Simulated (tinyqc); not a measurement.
# Worked calculation: programming of a floating-gate cell by Fowler-Nordheim tunnelling

tinyqc, about 0.01 s, one thread, Intel Xeon 2.30GHz (shared host): `OMP_NUM_THREADS=1 python tinyqc.py 2130042 2130043 out.jsonl` Printed values are rounded.

Per tunnel area the floating gate has Ctun = 3.9 eps0/tox to the channel (0 V) and Ccg to the control gate, Ct = Ctun/(1 - ag), no other coupling. With the threshold shift U = -Q/Ccg the field is F = ag (Vg - U)/tox, and dU/dt = J/Ccg. Fowler-Nordheim: J = A F^2 exp(-B/F), A = q^2/(16 pi^2 hbar mo phi) (times 1e14 for A/cm^2 with F in V/nm, emitter mass m0), B = (4/3) sqrt(mo/C) phi^1.5, C = hbar^2/(2 m0).

Inputs (values chosen for the exercise); oxide values close to those of silicon dioxide: tunnel barrier phi = 3.06 eV; tunnelling mass mo = 0.41 m0; tunnel oxide thickness tox = 7.6 nm; coupling ratio Ccg/Ct ag = 0.64; tunnel area ar = 6000 nm^2; threshold shift at the start Vt0 = -1.7 V; control-gate voltage Vg = 12.6 V; time step dt = 4.6 us; steps n = 9.

Constants: q = 1.602176634e-19 C, hbar = 1.054571817e-34 J s, m0 = 9.1093837015e-31 kg, eps0 = 8.8541878128e-14 F/cm where lengths are in cm, hbar^2/(2 m0) = 0.0380998212 eV nm^2. Results are converted to the units shown.

Range of the model: Programming fields of 10 MV/cm and more wear the oxide; trapping and the channel potential are ignored.

## Constants of the cell

A, B, Ccg = ag Ct, the starting field and current, K = A B ag/(Ccg tox), and the knee time t0 = exp(B/F(0))/K.

A = 1.22863e8 A cm^-2 (V/nm)^-2
B = 23.4127 V/nm
Ccg = 0.807750 uF/cm^2
F(0) = 1.20421 V/nm
J(0) = 0.641381 A/cm^2
K = 2.99889e14 1/s
t0 = 0.926293 us
electrons for 1 V of shift = 302.495

## Explicit time steps against the exact solution

U(new) = U + dt J(F(U))/Ccg. Exact: exp(B/F(t)) = exp(B/F(0)) + K t, K = A B ag/(Ccg tox), and U = Vg - tox F/ag.

```
step  t (us)  F (V/nm)  J (A/cm^2)  U by steps (V)  U exact (V)
0          0   1.20421    0.641381        -1.70000     -1.70000
1        4.6   0.89663  4.51193e-4         1.95255     -0.49685
2        9.2   0.89641  4.48142e-4         1.95512     -0.13358
3       13.8   0.89620  4.45130e-4         1.95768      0.08114
4       18.4   0.89598  4.42157e-4         1.96021      0.23252
5         23   0.89577  4.39223e-4         1.96273      0.34888
6       27.6   0.89556  4.36326e-4         1.96523      0.44308
7       32.2   0.89535  4.33465e-4         1.96771      0.52203
8       36.8   0.89514  4.30641e-4         1.97018      0.58988
9       41.4   0.89494  4.27852e-4         1.97264      0.64927
```

The steps run ahead by 2450 mV after the first and 1320 mV after the last, as each uses the larger current of its start; the step is 5.0 of the knee time t0. The overshoot lowers the field, so later steps gain less than the exact curve and the error ends smaller than after the first step.
